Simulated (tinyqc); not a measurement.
Inside a calculation. Method: inverse iteration on a symmetric matrix. Computed by tinyqc, a small Python program that keeps every step. Settings: method = inverse, shift = 0.33. Command: `OMP_NUM_THREADS=1 python tinyqc.py 23628 23629 out.jsonl` (the two numbers bound the seeds that draw the settings). One thread of a shared host (Intel(R) Xeon(R) Processor @ 2.60GHz), about 0.01 s of CPU time with the checks.

## Step 1

A, lower triangle:
```
           1          2         3
1   0.352000
2  -0.330000   0.611000
3  -0.086000  -0.334000  3.368000
```

vector v at the start: 0.577350  0.577350  0.577350

shift = 0.330000

solve (A - shift) w = v; v' = w/|w| with its largest component positive (the first on a tie); lambda = v'^T A v'.

vector after step 1: 0.860704  0.508197  0.030406

Rayleigh quotient after step 1 = 0.118167

## Step 2

As before.

vector after step 2: 0.782626  0.616290  0.087658

Rayleigh quotient after step 2 = 0.107325

## Course of the iteration

Stop when the residual |A v - lambda v| is below 1e-9.

Steps:
```
step      lambda  residual
1     0.11816657  1.55e-01
2     0.10732533  3.26e-02
3     0.10623168  1.43e-02
4     0.10600577  6.57e-03
5     0.10595786  3.03e-03
6     0.10594770  1.39e-03
7     0.10594554  6.42e-04
8     0.10594509  2.96e-04
9     0.10594499  1.36e-04
10    0.10594497  6.28e-05
11    0.10594496  2.89e-05
12    0.10594496  1.33e-05
13    0.10594496  6.13e-06
14    0.10594496  2.82e-06
15    0.10594496  1.30e-06
16    0.10594496  5.99e-07
17    0.10594496  2.76e-07
18    0.10594496  1.27e-07
19    0.10594496  5.85e-08
20    0.10594496  2.70e-08
21    0.10594496  1.24e-08
22    0.10594496  5.72e-09
23    0.10594496  2.63e-09
24    0.10594496  1.21e-09
25    0.10594496  5.59e-10
```

all eigenvalues, for comparison: 0.105945  0.816460  3.408595

Converged in 25 steps.
